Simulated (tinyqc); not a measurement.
Rapid thermal processing of a wafer: radiative balance, ramp and cooling, pattern effects, pyrometer error and spike budget: one step, computed by the program tinyqc.

The wafer is opaque and uniform through its thickness unless said otherwise; temperatures in formulas are in kelvin (C + 273.15). sigma = 5.670374419e-12 W/(cm^2 K^4).

Task: Pyrometer error. Signal proportional to eps/(exp(c2/(lambda T)) - 1), c2 = h c/k_B. If the assumed emissivity is too high by the given error, the reading T' solves (1 + error)/(exp(c2/(lambda T')) - 1) = 1/(exp(c2/(lambda T)) - 1). Wien estimate: T' - T = -lambda T^2 ln(1 + error)/c2. Process rates go as exp(-E_a/(k_B T)).

Inputs (values chosen for the exercise, modelled on a hot silicon wafer): process temperature = 681 C; pyrometer wavelength = 0.95 micrometre; error of the assumed emissivity = 5.2 %; activation energy of the process E_a = 2.7 eV.

Constants: h = 6.62607015e-34 J s; c = 299792458 m/s; k_B = 1.380649e-23 J/K; k_B = 8.617333262e-05 eV/K.

Give: c2; c2/(lambda T); reading less true temperature; Wien estimate; rate at T over rate at T', less 1.

Result:

c2 = 14388 micrometre K

c2/(lambda T) = 15.87

reading less true temperature = -3.038 K

Wien estimate = -3.047 K

rate at T over rate at T', less 1 = 11.06 %
